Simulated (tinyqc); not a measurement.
From results back to parameters: heavy doping: gap narrowing, degeneracy and the minority density. Two cases, with inputs chosen for the exercise.

Problem. The minority density was computed from a hidden true narrowing dEg.

F_j(eta) = (1/Gamma(j + 1)) integral_0^infinity x^j dx/(1 + exp(x - eta)), which tends to exp(eta) for eta << 0.

Majority: N = Nc F_1/2(eta), eta the distance of EF beyond the majority band edge in kT. Degeneracy factor gam = F_1/2(eta)/exp(eta). ni0^2 = Nc Nv exp(-Eg/kT); product n p = ni0^2 gam exp(dEg/kT), dEg the true narrowing; apparent narrowing dEa = dEg + kT ln gam; minority density = n p/N.

Constants: kB = 8.617333262e-05 eV/K.

Case 1.

Values chosen (gap and densities of states near those of Si at this temperature; narrowing constants near the fits for Si; not measured data): N = 3.2e+19 1/cm^3 (ionised donors, equal to the majority density); Eg = 1.14 eV (gap); Nc = 2.11e+19 1/cm^3 (conduction-band density of states); Nv = 8.75e+18 1/cm^3 (valence-band density of states); T = 250 K.

minority density = 0.00182412 1/cm^3

Case 2.

Values chosen (gap and densities of states near those of Si at this temperature; narrowing constants near the fits for Si; not measured data): N = 6.7e+18 1/cm^3 (ionised donors, equal to the majority density); Eg = 1.078 eV (gap); Nc = 5.14e+19 1/cm^3 (conduction-band density of states); Nv = 2.11e+19 1/cm^3 (valence-band density of states); T = 450 K.

minority density = 7.67824e+08 1/cm^3

Find: dEa; gam; dEg.

Solution. dEa = kT ln(minority x N/ni0^2); gam follows from N alone, and dEg = dEa - kT ln gam.

Case 1.

dEa = 73.48 meV
gam = 0.5914
dEg = 84.80 meV

Case 2.

dEa = 66.89 meV
gam = 0.9550
dEg = 68.68 meV

Computed by tinyqc, one run a case: `OMP_NUM_THREADS=1 python tinyqc.py N N+1 out.jsonl` with N = 1681098, 1681146; one thread of a shared Intel(R) Xeon(R) Processor @ 2.30GHz, about 0.01 s a run at most.
